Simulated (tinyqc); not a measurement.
# Changing the temperature T

Model: classical Heisenberg spin chain: exact results, Metropolis, heat-bath and over-relaxation steps, and a Monte Carlo run. Computed by tinyqc, a small Python program. Command: `OMP_NUM_THREADS=1 python tinyqc.py 3130214 3130215 out.jsonl heismc sweep`. One thread of a shared host (Intel(R) Xeon(R) Processor @ 2.30GHz), about 0.01 s of CPU time with the checks.

E = -J sum_i s_i . s_(i+1) for unit vectors s_i on an open chain; K = J/(k_B T).

Inputs (values chosen for the exercise, for a model chain of large moments): coupling J = 35 meV; moment mu = 2.8 mu_B.

Constants: k_B = 8.617333262e-05 eV/K; mu_B = 5.7883818060e-05 eV/T.

Method. Each bond angle is independent, so u = <s_i . s_(i+1)> = coth K - 1/K, <s_i . s_(i+n)> = u^n, correlation length xi = -1/ln|u|, energy per bond -J u, heat capacity per bond c/k_B = 1 - K^2/sinh^2 K, and for the long chain chi = mu^2 (1 + u)/(3 k_B T (1 - u)) per spin.

One run for each value:
```
temperature T (K),chi (mu_B/T per spin),xi (sites),heat capacity (k_B/bond),u
21.0,3.1499e+00,18.836,1.0000,0.94830
36.2,1.0397e+00,10.712,1.0000,0.91087
62.3,3.3922e-01,6.006,0.9996,0.84662
107.0,1.0862e-01,3.285,0.9709,0.73757
185.0,3.4604e-02,1.777,0.7551,0.56960
318.0,1.2450e-02,1.049,0.4037,0.38563
548.0,5.2094e-03,0.698,0.1646,0.23846
944.0,2.4734e-03,0.512,0.0595,0.14168
1630.0,1.2712e-03,0.401,0.0204,0.08272
2800.0,6.9055e-04,0.330,0.0070,0.04828
```

What does the table show, and why?

Over the rows, chi (mu_B/T per spin) falls from 3.15 to 6.91e-4 (exponent d ln y / d ln x -2.0 between the first rows and -1.1 between the last); xi (sites) falls from 18.8 to 0.330 (exponent d ln y / d ln x -1.0 between the first rows and -0.36 between the last); heat capacity (k_B/bond) falls from 1.00 to 0.00698. At the low end the exponent of chi is -2.04, close to -2: chi goes as xi/T with xi as 1/T. At the low end the exponent of xi is -1.04, close to -1: xi grows as K.
